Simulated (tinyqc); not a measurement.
Read current of a NAND string, cells in series solved by shooting: one step of the calculation.

Cells in series, numbered from 0 at the source line (0 V) to the bit line, each followed by a gap resistance Rg. A cell with gate Vg, threshold VT, source Vs and drain Vd passes I = 2 nf K Vt^2 [F(Vs) - F(Vd)]/(1 + th max(Vg - VT, 0)), F(V) = ln^2(1 + exp((Vg - VT - nf V)/(2 nf Vt))). The selected cell has Vg = Vr, the others Vg = Vp.

Problem. Node voltages for a trial current. For a trial current I start at 0 V and, cell by cell (the selected one is cell 2), solve for the drain: sqrt(F(Vd)) = sqrt(F(Vs) - I/k), k = 2 nf K Vt^2/(1 + th max(Vg - VT, 0)), Vd = [Vg - VT - 2 nf Vt ln(exp(sqrt F) - 1)]/nf, then add I Rg.

Inputs (values chosen for the exercise); values of the order met in vertical NAND strings:
- T = 300 K (temperature)
- K = 17 uA/V^2 (gain factor of a cell)
- nf = 1.3 (slope factor)
- th = 0.16 1/V (mobility reduction factor)
- Rg = 1.2 kohm (resistance of the gap between cells)
- Vbl = 0.3 V (bit-line voltage)
- Vp = 7.2 V (pass voltage)
- Vr = 3.41 V (read voltage on the selected word line)

Constants: q = 1.602176634e-19 C, kB = 1.380649e-23 J/K, Vt = kB T/q. Results are converted to the units shown.

second trial current = 0.69 uA
thresholds from the source end, cell 0 to 4 (V): 3.8  3.8  3  -0.5  -0.5

Find: node voltage after each cell and gap, trial 2.

Solution.

node voltage after each cell and gap, trial 2, cell 0 to 4 (V): 0.01933  0.03879  0.2237  0.2368  0.2499

Numbers from tinyqc (`OMP_NUM_THREADS=1 python tinyqc.py 2142284 2142285 out.jsonl`; about 0.4 s on one thread of a shared Intel Xeon 2.30GHz).
